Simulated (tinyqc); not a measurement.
Minority carriers and saturation current of a heavily doped emitter: effect of the doping.

n-type, parabolic bands, full ionisation. eta = (EF - Ec)/kB T solves N = Nc F12(eta), F12(x) = (2/sqrt(pi)) int_0^infinity sqrt(u)/(1 + exp(u - x)) du. The gap shrinks rigidly by dEg = a3 y^(1/3) + a4 y^(1/4) + a2 y^(1/2), y = N/1e18 cm^-3, an empirical law that is here taken as the true narrowing.

ni = sqrt(Nc Nv) exp(-Eg/(2 Vt)), Eg in volts; degeneracy factor g = F12(eta) exp(-eta); nie^2 = ni^2 exp(dEg/kB T) g, p0 = nie^2/N; apparent narrowing dEg + kB T ln g. 1/tau = Cn N^2 + 1/ts, D = mup Vt, L = sqrt(D tau); J0 = (q p0 D/L)(s + tanh(W/L))/(1 + s tanh(W/L)), s = S L/D; the share recombining inside is 1 - 1/[cosh(W/L)(1 + tanh(W/L)/s)]. The mobility is held fixed.

Values chosen for this exercise; band and dielectric values close to those of silicon:
- T = 300 K (temperature)
- Eg = 1.12 eV (band gap)
- Nc = 2.79e19 cm^-3 (conduction-band density of states at 300 K)
- Nv = 2.68e19 cm^-3 (valence-band density of states at 300 K)
- a3 = 10.6 meV (coefficient of (N/1e18)^(1/3))
- a4 = 12.8 meV (coefficient of (N/1e18)^(1/4))
- a2 = 4.9 meV (coefficient of (N/1e18)^(1/2))
- mup = 230 cm^2/(V s) (minority-hole mobility)
- Cn = 2.5e-31 cm^6/s (Auger coefficient)
- ts = 0.41 us (defect lifetime)
- W = 770 nm (emitter width)
- S = 3.4e6 cm/s (recombination velocity at the contact)

Constants: q = 1.602176634e-19 C, kB = 1.380649e-23 J/K, Vt = kB T/q. Results are converted to the units shown.

Result of one run:

| N (cm^-3) | apparent narrowing (meV) | p0 (cm^-3) | L (nm) | J0 (fA/cm^2) | share inside (%) |
|---|---|---|---|---|---|
| 1.4e18 | 31.12 | 272.4 | 1.425e4 | 3299 | 0.1525 |

What becomes of these results when the ionised donor density N is changed from 1.4e18 to 3e20 cm^-3, all else the same?

Result of the changed run:

| N (cm^-3) | apparent narrowing (meV) | p0 (cm^-3) | L (nm) | J0 (fA/cm^2) | share inside (%) |
|---|---|---|---|---|---|
| 3e20 | 122.0 | 42.83 | 162.6 | 2510 | 98.42 |

The whole series:

| N (cm^-3) | apparent narrowing (meV) | p0 (cm^-3) | L (nm) | J0 (fA/cm^2) | share inside (%) |
|---|---|---|---|---|---|
| 6.4e17 | 24.29 | 457.6 | 1.530e4 | 5541 | 0.1323 |
| 1.4e18 | 31.12 | 272.4 | 1.425e4 | 3299 | 0.1525 |
| 3e18 | 39.64 | 176.7 | 1.126e4 | 2142 | 0.2439 |
| 6.4e18 | 50.35 | 125.4 | 6848 | 1523 | 0.6572 |
| 1.4e19 | 64.09 | 97.51 | 3400 | 1201 | 2.622 |
| 3e19 | 80.05 | 84.37 | 1617 | 1100 | 10.79 |
| 6.4e19 | 97.47 | 77.58 | 761.1 | 1252 | 36.88 |
| 1.4e20 | 114.0 | 67.19 | 348.3 | 1878 | 79.35 |
| 3e20 | 122.0 | 42.83 | 162.6 | 2510 | 98.42 |

The apparent narrowing rises from 24.3 to 122 meV. p0 goes as N^(-0.66) between the first two rows and N^(-0.59) between the last two (-1 without narrowing or degeneracy), and J0 goes from 5540 through a minimum of 1100 (at N = 3e19 cm^-3 among the rows listed) to 2510 fA/cm^2. Past the minimum Auger recombination shortens L faster than p0 falls.

Range of the model: Band tails, non-parabolic bands and incomplete ionisation are left out.

tinyqc, about 0.01 s, one thread, Intel Xeon 2.30GHz (shared host): `OMP_NUM_THREADS=1 python tinyqc.py 2330036 2330037 out.jsonl`
